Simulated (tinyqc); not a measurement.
Matthiessen's rule against the full average: mobility of a non-polar semiconductor in the relaxation-time approximation. Computed by tinyqc, a small Python program. Command: `OMP_NUM_THREADS=1 python tinyqc.py 3009660 3009661 out.jsonl rta walk`. One thread of a shared host (Intel(R) Xeon(R) Processor @ 2.30GHz), about 0.01 s of CPU time with the checks.

Each valley is treated as a sphere of mass m_d for states and rates, with one isotropic relaxation time; the conductivity mass m_c sets the current.

Inputs (values chosen for the exercise, modelled on electrons in silicon):
```
quantity                                            value       unit
longitudinal mass m_l                               0.934        m_0
transverse mass m_t                                 0.191        m_0
equivalent valleys Z                                    6          -
static permittivity eps_s                            11.7          -
density rho                                          2329     kg/m^3
sound velocity v_l                                   9070        m/s
acoustic deformation potential D_A                    9.9         eV
phonon energy hbar w                                 60.2        meV
optical or intervalley deformation potential D_o      4.6  1e8 eV/cm
final valleys Z_f                                       5          -
carrier density n                                 7.4e+14     1/cm^3
compensation ratio C                                    0          -
temperature T                                         300          K
neutral impurity density N_n                        4e+16     1/cm^3
```

Band: parabolic. Impurity formula: Brooks-Herring. Further scattering: neutral impurities.

Constants: k_B = 8.617333262e-05 eV/K; m_0 = 9.1093837015e-31 kg; e = 1.602176634e-19 C; hbar = 1.054571817e-34 J s; eps_0 = 8.8541878128e-12 F/m; k_B = 1.380649e-23 J/K; hbar = 6.582119569e-16 eV s.

Method:
- m_d = (m_l m_t^2)^(1/3); 1/m_c = (1/m_l + 2/m_t)/3; Hall mass factor A = 3 K_m (K_m + 2)/(2 K_m + 1)^2, K_m = m_l/m_t; N_I = n (1 + C)/(1 - C).
- Parabolic band: E = hbar^2 k^2/(2 m), speed v = hbar k/m, states per spin, volume and energy g(E) = m k/(2 pi^2 hbar^2). Here m = m_d. Masses are multiplied by m_0 and all formulas are in SI units.
- The reduced Fermi level eta = E_F/(k_B T) solves n = 2 Z int g f dE with f = 1/(1 + exp(x - eta)) (Z = 1 unless valleys are given); screening length L_s = sqrt(eps_s eps_0 k_B T/(e^2 dn/deta)), dn/deta = 2 Z int g f (1 - f) dE.
- Integrals over x = E/(k_B T) use 160 Gauss-Legendre points in u = sqrt(x) from 0 to sqrt(max(eta, 0) + 32).
- Phonon occupation N_q = 1/(exp(hbar w/(k_B T)) - 1).
- Acoustic deformation potential (elastic, equipartition, absorption and emission together): 1/tau = 2 pi k_B T D_A^2 g(E)/(hbar rho v_l^2).
- Optical or intervalley deformation potential: 1/tau = (pi Z_f D_o^2/(rho w)) [N_q g(E + hbar w) + (N_q + 1) g(E - hbar w)], with g = 0 below the band edge.
- Each optical term is multiplied by (1 - f(E'))/(1 - f(E)), E' the final energy, for Pauli blocking.
- Singly charged impurities, momentum relaxation: 1/tau = N_I e^4 m (1 + 2 alpha E) Phi/(8 pi (eps_s eps_0)^2 hbar^3 k^3), with alpha = 0 for a parabolic band.
- Brooks-Herring: Phi = ln(1 + b) - b/(1 + b), b = 4 k^2 L_s^2.
- Neutral impurities (Erginsoy): 1/tau = 20 N_n a_B hbar/m, a_B = 4 pi eps_s eps_0 hbar^2/(m e^2).
- mu = (m_d/m_c) (2 Z e/(3 n k_B T)) int g v^2 tau f (1 - f) dE.
- Averages over x are split at the emission threshold x_0 = hbar w/(k_B T): 64 Gauss-Legendre points in sqrt(x) below it and 128 in sqrt(x - x_0) above it, up to x = max(eta, 0) + 32.
- Rates are added at each energy before the average. With <y> = int g v^2 y f (1 - f) dE: Hall factor r_H = A (3 n k_B T/(2 Z m_d)) <tau^2/(1 + 2 alpha E)>/<tau>^2 (alpha = 0 for a parabolic band); Hall mobility r_H mu; |S| = (k_B/e) (<x tau>/<tau> - eta); resistivity 1/(n e mu).
- Matthiessen's rule adds 1/mu of the separate processes.

acoustic mobility = 2489.57 cm^2/(V s)

optical mobility = 8057.47 cm^2/(V s)

ionised impurity mobility = 683685 cm^2/(V s)

neutral impurity mobility = 12402.8 cm^2/(V s)

drift mobility mu = 1491.52 cm^2/(V s)

Separate mobilities:
```
process           mu (cm^2/(V s))  share of the sum of 1/mu (%)
acoustic               2.4896e+03                        66.079
optical                8.0575e+03                        20.417
ionised impurity       6.8369e+05                         0.241
neutral impurity       1.2403e+04                        13.264
```

mobility by Matthiessen's rule = 1645.1 cm^2/(V s)

excess of Matthiessen's rule over the full mu = 10.295 %

What follows from these numbers?

The rule gives 1645 against the full 1492, 10.3 % too high; it can only overestimate, since each separate average is carried by the energies where that process is weak. The largest shares are acoustic (66 %) and optical (20 %). Caution: Erginsoy's formula holds for k a_B below about 0.5 and for dopants that stay neutral, which means low temperature; elsewhere it is only a rough constant rate.

Extremes, crossings and ranges named in words are read from the listed rows.
